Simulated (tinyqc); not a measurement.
Changing the temperature T: Born-von Karman spring model of a cubic crystal with one atom per cell. Computed by tinyqc, a small Python program. Command: `OMP_NUM_THREADS=1 python tinyqc.py 3003106 3003107 out.jsonl springs sweep`. One thread of a shared host (Intel(R) Xeon(R) Processor @ 2.30GHz), about 0.2 s of CPU time with the checks.

First neighbours lie at a/2 (1,1,0) (12 of them), second at a (1,0,0) (6), with all permutations and signs; the volume per atom is Omega = a^3/4.

Inputs (values chosen for the exercise, for a model crystal):

| quantity | value | unit |
|---|---|---|
| atomic mass M | 138 | u |
| radial spring k1L | 0.703 | eV/angstrom^2 |
| transverse spring k1T | 0.02 | eV/angstrom^2 |
| radial spring k2L | 0.14 | eV/angstrom^2 |
| transverse spring k2T | 0.011 | eV/angstrom^2 |
| mesh divisions n | 6 | - |

Lattice: fcc.

Constants: nu for 1 eV/(angstrom^2 u) = 15.6333042 THz; h x 1 THz = 4.135667696 meV; k_B = 8.617333262e-05 eV/K; hbar^2/u = 4.18015928e-03 eV angstrom^2.

Method:
- A neighbour at R with unit vector n couples by the matrix K(R) = kL n n^T + kT (1 - n n^T), and D(q) = (1/M) sum_R K(R) [1 - cos(q.R)].
- An eigenvalue lambda of D in eV/(angstrom^2 u) gives nu = 15.6333042 THz x sqrt(lambda).
- Mesh: q = sum_i (m_i + 1/2)/n b_i, m_i = 0..n-1, with b = [[-1, 1, 1], [1, -1, 1], [1, 1, -1]] in 2 pi/a; sums are averages over the n^3 points, per atom.
- With x = h nu/(k_B T) and n = 1/(exp(x) - 1) for each mode: F = k_B T [x/2 + ln(1 - exp(-x))], U = k_B T x (n + 1/2), S/k_B = x n - ln(1 - exp(-x)), C/k_B = x^2 n (n + 1).
- <u_x^2> = (1/3) sum over modes of hbar^2/(2 M h nu) coth(x/2); zero-point energy = sum h nu/2. <u_x^2> converges slowly with the mesh, from below, with an error of order 1/n.

One run for each value:

| temperature T (K) | heat capacity C (k_B/atom) | entropy S (k_B/atom) | <u_x^2> (angstrom^2) | free energy F (meV/atom) | energy U (meV/atom) |
|---|---|---|---|---|---|
| 40 | 1.621 | 0.838 | 0.00214 | 13.7 | 16.6 |
| 59 | 2.218 | 1.591 | 0.00266 | 11.7 | 19.8 |
| 87 | 2.599 | 2.533 | 0.00357 | 6.7 | 25.7 |
| 130 | 2.810 | 3.624 | 0.00506 | -4.8 | 35.8 |
| 190 | 2.909 | 4.711 | 0.00723 | -26.5 | 50.6 |
| 280 | 2.958 | 5.850 | 0.01053 | -67.7 | 73.4 |
| 410 | 2.980 | 6.983 | 0.01533 | -140.0 | 106.7 |
| 900 | 2.996 | 9.333 | 0.03353 | -490.9 | 233.0 |

Give the missing row, temperature T (K) = 610.

Computed row; columns: (1) temperature T (K); (2) heat capacity C (k_B/atom); (3) entropy S (k_B/atom); (4) <u_x^2> (angstrom^2); (5) free energy F (meV/atom); (6) energy U (meV/atom):
```
(1)    (2)    (3)      (4)     (5)    (6)
610  2.991  8.169  0.02275  -271.2  158.2
```

Interpolating between the two neighbouring rows (the first column on a logarithmic scale, the others too where they are positive) misses most in free energy F (meV/atom), by 17 %. Over the rows, heat capacity C (k_B/atom) rises from 1.62 to 3.00 (exponent d ln y / d ln x 0.81 between the first rows and 0.0042 between the last); entropy S (k_B/atom) rises from 0.838 to 9.33 (exponent d ln y / d ln x 1.6 between the first rows and 0.34 between the last); <u_x^2> (angstrom^2) rises from 0.00214 to 0.0335 (exponent d ln y / d ln x 0.57 between the first rows and 1.00 between the last). At the high end the exponent of heat capacity C is 0.00, close to 0: the Dulong-Petit limit. At the high end the exponent of <u_x^2> is 1.00, close to 1: the classical law, k_B T over a spring constant. F is positive while zero-point energy rules and changes sign between 87.0 and 130 K, where T S overtakes U.

Extremes, crossings and ranges named in words are read from the listed rows.
